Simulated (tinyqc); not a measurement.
Plane-wave Kohn-Sham cycle with exchange-only LDA in a layered model solid, step by step. Computed by tinyqc, a small Python program that keeps every step. Settings: points = 16, plane-wave index or count = 3, electrons = 4, k points = 3, area = 34.0, mixing = 0.1, iteration cap = 56. Command: `OMP_NUM_THREADS=1 python tinyqc.py 24762 24763 out.jsonl` (the two numbers bound the seeds that draw the settings). One thread of a shared host (Intel(R) Xeon(R) Processor @ 2.60GHz), about 0.02 s of CPU time with the checks.

A solid whose potential varies along x alone (atomic units):
```
parameter                      value
period a                   10.700000
cross-section of the cell  34.000000
electrons per cell                 4
grid points                       16
plane waves -n..n, n               3
k points                           3
V1 in V1 cos(2 pi x/a)     -0.590000
V2 in V2 cos(4 pi x/a)      0.140000
```

Stop when sqrt(dV sum R^2) is below 1e-8, dV = a A/N.

Course of the cycle:
```
iteration  E (hartree)  norm of the residual
1            -1.351255              1.72e-01
2            -1.275376              1.51e-01
3            -1.217612              1.33e-01
4            -1.173954              1.16e-01
5            -1.141172              1.02e-01
6            -1.116704              8.90e-02
7            -1.098542              7.80e-02
8            -1.085129              6.84e-02
9            -1.075273              6.01e-02
10           -1.068062              5.28e-02
11           -1.062809              4.66e-02
...                ...                   ...
46           -1.049688              1.15e-03
47           -1.049689              1.04e-03
48           -1.049689              9.36e-04
49           -1.049690              8.45e-04
50           -1.049690              7.63e-04
51           -1.049691              6.89e-04
52           -1.049691              6.22e-04
53           -1.049691              5.62e-04
54           -1.049691              5.07e-04
55           -1.049691              4.58e-04
56           -1.049692              4.13e-04
```

Can the last value be used, and what does the course show?

Not by the stop rule, although the second column moves by less than 1e-06 over the last three steps. Not converged within 56 iterations: the residual falls steadily but slowly, by a factor of about 0.90 a step. Reruns (cap 100 unless said): mixing 0.5, Kerker q0 1.0: converged in 88 (E = -1.04969); mixing 0.3, Pulay depth 5: converged in 10 (E = -1.04969); the original settings with a cap of 400: converged in 160 (E = -1.04969).
